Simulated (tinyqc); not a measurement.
Worked calculation: bound state in one dimension: Numerov shooting, finite differences, DVR. Computed by tinyqc, a small Python program that keeps every step. Settings: points = 96. Command: `OMP_NUM_THREADS=1 python tinyqc.py 23734 23735 out.jsonl` (the two numbers bound the seeds that draw the settings). One thread of a shared host (Intel(R) Xeon(R) Processor @ 2.60GHz), about 0.01 s of CPU time with the checks.

## Numerov steps at E = -10.11

One particle of mass 1 in V = -10.32 exp(-x^2/2.41^2) (atomic units), psi = 0 at both ends:
```
parameter                value
left end                    -7
right end                    7
intervals                   96
h                     0.145833
state sought (nodes)         1
```

k_i = 2 m (E - V_i); (1 + h^2 k_(i+1)/12) y_(i+1) = 2 (1 - 5 h^2 k_i/12) y_i - (1 + h^2 k_(i-1)/12) y_(i-1), from y_0 = 0, y_1 = 0.001.

Points along the way:
```
i           x          V           k               y
0   -7.000000  -0.002237  -20.215525        0.000000
1   -6.854167  -0.003168  -20.213663        0.001000
2   -6.708333  -0.004454  -20.211093        0.002446
3   -6.562500  -0.006215  -20.207570        0.004982
4   -6.416667  -0.008609  -20.202781        0.009739
5   -6.270833  -0.011839  -20.196322        0.018835
32  -2.333333  -4.041822  -12.136356   425009.896440
33  -2.187500  -4.527670  -11.164660   712050.148550
34  -2.041667  -5.034911  -10.150177  1170174.863700
35  -1.895833  -5.558126   -9.103747  1883276.623100
36  -1.750000  -6.090943   -8.038114  2963501.216200
37  -1.604167  -6.626133   -6.967734  4552503.330500
```

## Bisection on the node count

With more sign changes than the state has nodes (the last point included) the energy is too high, else too low; the bracket starts as -10.11 to -0.05.

Trials:
```
trial            E  sign changes  y at the right end   next
1      -5.08000000             3           -1.76e+09  lower
2      -7.59500000             2            5.04e+12  lower
3      -8.85250000             1           -5.74e+15  raise
4      -8.22375000             1           -4.64e+14  raise
5      -7.90937500             1           -6.87e+13  raise
6      -7.75218750             1           -1.43e+13  raise
7      -7.67359375             1           -1.83e+12  raise
8      -7.63429688             2            2.16e+12  lower
9      -7.65394531             2            3.21e+11  lower
10     -7.66376953             1           -7.14e+11  raise
11     -7.65885742             1           -1.86e+11  raise
12     -7.65640137             2            6.99e+10  lower
13     -7.65762939             1           -5.76e+10  raise
14     -7.65701538             2            6.30e+09  lower
...            ...           ...                 ...    ...
28     -7.65707598             2            1.03e+06  lower
29     -7.65707600             1           -9.19e+05  raise
30     -7.65707599             2            5.43e+04  lower
```

eigenvalue = -7.65707599 hartree

## The same grid by other methods

Three-point finite differences and the sine-DVR kinetic matrix of Colbert and Miller on the same points.

Lowest levels (hartree):
```
state  finite differences        DVR
0               -9.411943  -9.409836
1               -7.666518  -7.657014
2               -6.064568  -6.042814
3               -4.611261  -4.575395
```
